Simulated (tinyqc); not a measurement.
Permeation of metal atoms or ions through a thin barrier or dielectric: time lag, field-aided drift and lifetime: one step, computed by the program tinyqc.

The film 0 < x < d is empty at first; C = C0 at x = 0 and C = 0 at x = d. dC/dt = D d2C/dx2 - v dC/dx with drift v = D z e V/(k_B T d) (uniform field, no space charge).

Question. Dose at time s. Steady flux J = (D C0/d) P/(1 - exp(-P)); time lag in units of d^2/D: s_L = [P (1 + exp(-P))/(1 - exp(-P)) - 2]/P^2 (P = 0: J = D C0/d, s_L = 1/6). Dose through the film Q(s) = C0 d {f (s - s_L) - 2 exp(P/2) sum_(n=1..200) (-1)^n n^2 pi^2 exp(-l_n s)/l_n^2}, l_n = n^2 pi^2 + P^2/4, f = P/(1 - exp(-P)) the relative flux.

Inputs (values chosen for the exercise, for a model case: singly charged ions through a dielectric):
```
quantity,value,unit
thickness d,28,nm
concentration at the source side C0,8.5e+14,1/cm^3
test temperature T,175,C
"time in units of d^2/D, s",1.1,-
```

Peclet number P = 10.09877

time scale d^2/D = 97296.01 s

Give: Q/(C0 d); dose Q; time.

Answer.

Q/(C0 d) = 10.31

dose Q = 2.453e+10 1/cm^2

time = 1.070e+05 s
